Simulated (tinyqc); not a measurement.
Resistance of a source-drain extension with a graded tip: two steps of the calculation.

y runs along the channel, the gate covers y > 0. The doping is N0 for y < y0 and N0 10^(-(y - y0)/la) beyond, uniform over the depth xj. Sheet conductance s(y) = q mu(N) max(N - Nch, 0) xj + (for y > 0) ma Cox Vo, with mu(N) = u0 + (u1 - u0)/(1 + (N/Nr)^au) and Cox = eps0 eox/tox. Current is taken as one-dimensional; depletion of the tip, spreading and the contact are left out. The metallurgical junction lies at yj, where N = Nch.

Parameters, values chosen for the exercise; mobility law close to that of holes in silicon:
- eox = 3.9 (relative permittivity of the gate insulator (close to silicon dioxide))
- tox = 2.4 nm (insulator thickness)
- N0 = 5e19 cm^-3 (active doping of the extension far from the gate)
- la = 5.5 nm/decade (lateral abruptness)
- y0 = 2.5 nm (position under the gate where the fall begins (gate edge at 0))
- xj = 16 nm (depth of the extension)
- Nch = 1e18 cm^-3 (channel doping)
- Vo = 0.64 V (gate overdrive)
- ma = 76 cm^2/(V s) (mobility of the gate-induced layer)
- u1 = 470.5 cm^2/(V s) (mobility at low doping)
- u0 = 44.9 cm^2/(V s) (mobility at high doping)
- Nr = 2.23e17 cm^-3 (reference doping)
- au = 0.719 (exponent)
- Lg = 50 nm (gate length)

Constants: q = 1.602176634e-19 C, eps0 = 8.8541878128e-14 F/cm where lengths are in cm. Results are converted to the units shown.

Question 1. Sheet resistances and junction position. yj = y0 + la log10(N0/Nch); sheet resistance of the full extension 1/[q mu(N0)(N0 - Nch) xj] and of the gate-induced layer 1/(ma Cox Vo); metallurgical length Lg - 2 yj; ye is where the doped and the gate-induced conductances are equal.

Give: yj; sheet resistance of the extension; sheet resistance of the induced layer; metallurgical length; ye; N at ye.

Answer 1.

yj = 11.84 nm
sheet resistance of the extension = 1490 ohm/square
sheet resistance of the induced layer = 1.429e4 ohm/square
metallurgical length = 26.31 nm
ye = 8.568 nm
N at ye = 3.942e18 cm^-3

The gate takes over 3.28 nm before the junction, where N is still 3.94 times the channel doping.

Question 2. Resistance of the overlapped part. Midpoint rule on 9 equal steps from 0 to yj: R_ov = sum h/s(y), per width.

Give: y; N; doped conductance; sheet resistance; R_ov.

Answer 2.

| point | y (nm) | N (cm^-3) | doped conductance (uS) | sheet resistance (ohm/square) |
|---|---|---|---|---|
| 0 | 0.65802 | 5.0000e19 | 670.93 | 1349.7 |
| 1 | 1.9741 | 5.0000e19 | 670.93 | 1349.7 |
| 2 | 3.2901 | 3.5918e19 | 498.06 | 1760.4 |
| 3 | 4.6061 | 2.0703e19 | 306.43 | 2656.6 |
| 4 | 5.9222 | 1.1933e19 | 190.36 | 3841.1 |
| 5 | 7.2382 | 6.8783e18 | 117.89 | 5322.8 |
| 6 | 8.5542 | 3.9646e18 | 70.387 | 7124.0 |
| 7 | 9.8703 | 2.2852e18 | 36.947 | 9351.8 |
| 8 | 11.186 | 1.3172e18 | 11.196 | 12318 |

R_ov = 59.320 ohm um

Program tinyqc, `OMP_NUM_THREADS=1 python tinyqc.py 2282076 2282077 out.jsonl`; Intel Xeon 2.30GHz, shared host, one thread, about 0.03 s.
